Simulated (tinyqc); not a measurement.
Schottky barrier with interface states (Cowley-Sze model), image lowering and contact resistance: one step, computed by the program tinyqc.

An n-type semiconductor under a metal. The barrier lies between the Schottky-Mott limit phi_M - chi and the Bardeen limit E_g - E_n, E_n being the neutrality level of the interface states; the space-charge term of the full Cowley-Sze expression is left out.

Problem. Pinning factor and barrier. S = 1/(1 + 0.1 (eps_opt - 1)^2), an empirical relation for metal-induced gap states. phi_B = S (phi_M - chi) + (1 - S)(E_g - E_n); the hole barrier is E_g - phi_B.

Inputs (values chosen for the exercise, with gap, mass and screening modelled on beta-Ga2O3):
```
quantity                                     value  unit
gap E_g                                       4.82    eV
electron affinity chi                         3.69    eV
metal work function phi_M                     5.06    eV
neutrality level E_n above the valence band   1.88    eV
optical dielectric constant eps_opt           3.62     -
```

Pinning factor from: Moench relation.

Give: pinning factor S; Schottky-Mott barrier; Bardeen barrier; barrier phi_B; hole barrier.

Solution.

pinning factor S = 0.5930

Schottky-Mott barrier = 1.37 eV

Bardeen barrier = 2.94 eV

barrier phi_B = 2.009 eV

hole barrier = 2.811 eV

The contact is partly pinned.
